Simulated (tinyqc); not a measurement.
A square-lattice strip 3 sites wide, recursive Green functions: two steps of the calculation.

The device has N = 3 slices of 3 site(s), nearest-neighbour hopping -t, and site energies U; the leads are semi-infinite continuations with site energy 0. V = <i+1|H|i> = -t 1.

Inputs (values chosen for the exercise): hopping (matrix element -t) t = 1 eV; site energies, slice by slice (3 a slice) U = [-0.09, -0.33, -0.26, 0.35, -0.17, -0.09, 0.15, 0.47, 0.5] eV; energy E = -0.13 eV.

Problem 1. Slice 1. Forward pass: g_1 = (E - H_1 - Sigma)^(-1), g_i = (E - H_i - V g_(i-1) V^dagger)^(-1), with Sigma also subtracted on the last slice; G_(i,1) = g_i V G_(i-1,1), starting from g_1. H_i is the block of slice i: its site energies on the diagonal and -t between neighbouring rows.

Sigma (eV):

|  | 1 | 2 | 3 |
|---|---|---|---|
| 1 | -0.06500000-0.84946964i | 0.50000000-0.04635877i | 0.00000000+0.14841563i |
| 2 | 0.50000000-0.04635877i | -0.06500000-0.70105401i | 0.50000000-0.04635877i |
| 3 | 0.00000000+0.14841563i | 0.50000000-0.04635877i | -0.06500000-0.84946964i |

Give: g_1.

Solution 1.

g_1 (1/eV):

|  | 1 | 2 | 3 |
|---|---|---|---|
| 1 | -0.08072-0.86387i | 0.51087+0.09586i | -0.12500+0.11584i |
| 2 | 0.51087+0.09586i | 0.01700-0.73220i | 0.47876+0.17661i |
| 3 | -0.12500+0.11584i | 0.47876+0.17661i | 0.04863-0.87364i |

Problem 2. Transmission and its channels. T(E) = Tr[Gamma G_(N,1) Gamma G_(N,1)^dagger]. The non-zero eigenvalues T_n of the matrix under the trace are the channel transmissions; Fano factor sum T_n (1 - T_n)/sum T_n.

G_(3,1) (1/eV):

|  | 1 | 2 | 3 |
|---|---|---|---|
| 1 | 0.16308808+0.21641591i | -0.46943688+0.06938179i | 0.03060659-0.27442779i |
| 2 | -0.38700439+0.19187672i | -0.01227352-0.00136520i | -0.43079246+0.09668251i |
| 3 | -0.04203748-0.23044893i | -0.45436204+0.07245654i | 0.08484441+0.21737929i |

Gamma (eV):

|  | 1 | 2 | 3 |
|---|---|---|---|
| 1 | 1.6989393 | 0.0927175 | -0.2968313 |
| 2 | 0.0927175 | 1.4021080 | 0.0927175 |
| 3 | -0.2968313 | 0.0927175 | 1.6989393 |

Give: T(E); T_n; Fano factor.

Solution 2.

T(E) = 2.569
T_n: [0.9925, 0.8284, 0.7478]
Fano factor = 0.1316

With 3 open mode(s) in the leads T(E) cannot exceed 3. Inverting the whole matrix gives the same value.

Program tinyqc, `OMP_NUM_THREADS=1 python tinyqc.py 2660044 2660045 out.jsonl`; Intel Xeon 2.30GHz, shared host, one thread, about 0.01 s.
